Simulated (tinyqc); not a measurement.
Chemically amplified photoresist: aerial image, acid generation, bake, development and line width: one step, computed by the program tinyqc.

Lines and spaces of pitch p with a two-beam-like image; x = 0 is the middle of the bright space. The resist is positive and treated as uniform in depth.

Task: Space width and dose latitude. Dose E(x) = E [1 + c cos(2 pi x/p)]; acid h = 1 - exp(-C E(x)). Bake: the acid image is blurred by a Gaussian of variance sigma^2 = 2 D t (each Fourier term k of h, taken on 64 points, is multiplied by exp(-4 pi^2 k^2 D t/p^2)). The quencher then removes q, h_eff = max(h_blurred - q, 0); protection m = exp(-k_amp t h_eff). Mack rate r = r_max (a + 1)(1 - m)^n/(a + (1 - m)^n) + r_min, a = ((n + 1)/(n - 1))(1 - m_th)^n. Edge: vertical development clears the film where r t_d >= d; the space width is twice the x where r = d/t_d. Dose sensitivity = d ln(width)/d ln E from widths at 1.005 E and E/1.005; image log-slope at the edge = |d ln E/dx|, normalised by the width (NILS); latitude for 10 % of width = 10 %/sensitivity.

Inputs (values chosen for the exercise, for a model resist at 13.5 nm):

| quantity | value | unit |
|---|---|---|
| pitch p | 32 | nm |
| image contrast c | 0.61 | - |
| mean dose E | 10.2 | mJ/cm^2 |
| Dill parameter C | 0.017 | cm^2/mJ |
| quencher load q, relative to the acid generator | 0.14 | - |
| acid diffusivity D | 0.063 | nm^2/s |
| bake time t | 60 | s |
| amplification rate k_amp | 0.047 | 1/s |
| threshold protection m_th | 0.64 | - |
| development selectivity n | 3 | - |
| largest rate r_max | 210 | nm/s |
| smallest rate r_min | 0.021 | nm/s |
| resist thickness d | 24 | nm |
| development time t_d | 30 | s |

Give: space width; dose sensitivity; NILS; dose latitude.

Result:

space width = 15.082 nm

dose sensitivity = 1.3265

NILS = 1.7055

dose latitude = 7.5387 %

At the same width a resist without blur would give a sensitivity 2/NILS = 1.173; the blur multiplies it by 1.13. Caution: lateral development, standing waves and the joint diffusion of acid and quencher are left out, so widths are indicative.
